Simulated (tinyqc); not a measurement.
# Small-signal admittance of a forward-biased p+-n diode, step by step

tinyqc, about 0.01 s, one thread, Intel Xeon 2.30GHz (shared host): `OMP_NUM_THREADS=1 python tinyqc.py 2890151 2890152 out.jsonl` Printed values are rounded.

Holes injected into a neutral base of width wb with an ohmic contact at its end; low injection, p0 far above the equilibrium density. A small voltage v exp(i w t), w = 2 pi f, modulates the edge density by p0 v/Vt, and the small-signal density obeys Dp d2p/dx2 = (1/tau + i w) p.

Values chosen for this exercise; permittivity close to that of silicon: temperature T = 275 K; relative permittivity eps_r = 11.7; donor density of the base Nd = 3.2e15 cm^-3; hole diffusion coefficient Dp = 5.3 cm^2/s; hole lifetime tau = 2e-7 s; width of the neutral base wb = 1.9 um; excess hole density at the junction edge p0 = 2e14 cm^-3; acceptor density of the p+ side Na = 3e18 cm^-3; signal frequency f = 1.1e8 Hz.

Constants: q = 1.602176634e-19 C, kB = 1.380649e-23 J/K, Vt = kB T/q, eps0 = 8.8541878128e-14 F/cm where lengths are in cm. Results are converted to the units shown.

## Closed-form admittance

L = sqrt(Dp tau); direct current J = (q Dp p0/L) coth(wb/L); k = sqrt(1 + i w tau)/L; diffusion admittance Y = (q Dp p0/Vt) k coth(k wb) = G + i w C_diff; junction capacitance C_j = sqrt(q eps0 eps_r Nd/(2 Vr)) in the depletion approximation, with the remaining barrier Vr = Vt ln(Na/p0), a rough value under forward bias; base-width modulation is left out.

L = 10.2956 um
J = 0.903970 A/cm^2
k wb = 1.53978+1.52868i
Y = 53.3960+52.1953i S/cm^2
C_diff = 0.0755195 uF/cm^2
C_j = 0.0341379 uF/cm^2

G is 1.40 times its low-frequency value J/Vt, and C_diff is 2.21 times C_j.

## The same by finite differences

8 equal intervals, h = wb/8; u = small-signal density over its edge value, u_0 = 1, u_8 = 0; u_(i-1) + b u_i + u_(i+1) = 0 with b = -2 - h^2 (1/tau + i w)/Dp; Y = (q Dp p0/(Vt h)) (-b/2 - u_1), which includes the half box at the edge.

b = -2.00053-0.07356i
u, node 1 to 7: 0.824581-0.137863i  0.659742-0.215146i  0.511079-0.244015i  0.380637-0.235420i  0.267715-0.198952i  0.169569-0.142897i  0.082025-0.074445i
Y on the mesh = 53.0129+52.6981i S/cm^2

Against the closed form the real part is 0.72 % below it and the imaginary part 0.96 % above it; |k h| = 0.27.
